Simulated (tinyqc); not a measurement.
# Worked calculation: a chain with two barriers and dephasing by Buettiker voltage probes

Numbers from tinyqc (`OMP_NUM_THREADS=1 python tinyqc.py 2700134 2700135 out.jsonl`; about 0.01 s on one thread of a shared Intel Xeon 2.30GHz). Printed values are rounded.

Sites 1 to 3 form a chain with hopping -t. Lead L joins site 1 and lead R site 3, both semi-infinite chains with hopping -t and site energy 0. Every site carries a probe with self-energy -i Gamma_p/2 that draws no net current. Linear response at zero temperature: mu_L = 1, mu_R = 0 in units of the bias.

Values chosen for this exercise: hopping (matrix element -t) t = 2.1 eV; site energies 1 to N U = [6.3, 0, 4.2] eV; Fermi energy E = -3.24 eV; probe broadening Gamma_p gp = 1.1 eV.

Constants: q = 1.602176634e-19 C, h = 6.62607015e-34 J s. Results are converted to the units shown.

## Green function

Sigma = t^2 g(E), g(x) = (x - i sqrt(4 t^2 - x^2))/(2 t^2) for |x| < 2 t and (x - sign(x) sqrt(x^2 - 4 t^2))/(2 t^2) otherwise; Gamma = -2 Im Sigma; G = (E - H - Sigma_L - Sigma_R + i Gamma_p/2)^(-1).

Sigma = -1.62000-1.33626i eV
Gamma = 2.67253 eV

G (1/eV):
```
                     1                    2                    3
1  -0.138500-0.051670i  -0.092564-0.070465i  -0.022767-0.032804i
2  -0.092564-0.070465i  -0.412390-0.182609i  -0.115331-0.103269i
3  -0.022767-0.032804i  -0.115331-0.103269i  -0.182219-0.096319i
```

## Transmissions between terminals

With Gamma the broadening by one lead, T_RL = Gamma^2 |G_(3,1)|^2, T_pL = Gamma Gamma_p |G_(p,1)|^2, T_pR = Gamma Gamma_p |G_(p,3)|^2, T_pq = Gamma_p^2 |G_(p,q)|^2 for p != q.

T_RL = 0.0113884

```
probe       T_pL      T_pR
1      0.0642402  0.004687
2      0.0397849  0.070454
3      0.0046874  0.124885
```

T_pq:
```
           1          2          3
1  0.0000000  0.0163753  0.0019293
2  0.0163753  0.0000000  0.0289985
3  0.0019293  0.0289985  0.0000000
```

## Probe potentials and effective transmission

No current into probe p: W mu = T_pL with W_pp = T_pL + T_pR + sum_q T_pq and W_pq = -T_pq. Then T_eff = T_RL + sum_p T_pR mu_p, and the resistance is (h/2q^2)/T_eff.

W:
```
           1          2          3
1   0.087232  -0.016375  -0.001929
2  -0.016375   0.155613  -0.028999
3  -0.001929  -0.028999   0.160500
```

mu_p, probe 1 to 3: [0.806282, 0.359877, 0.103918]
T_eff = 0.0535003
resistance = 241.240 kohm

Without probes the transmission is 0.01517. With them, 21.3 % of the current crosses without entering a probe.

## Current at both leads

In units of (2 q^2/h) times the bias, T_RL + sum_p T_pL (1 - mu_p) leaves L and T_RL + sum_p T_pR mu_p enters R.

current leaving L = 0.0535003
current entering R = 0.0535003

The two are equal: the probes conserve the current.
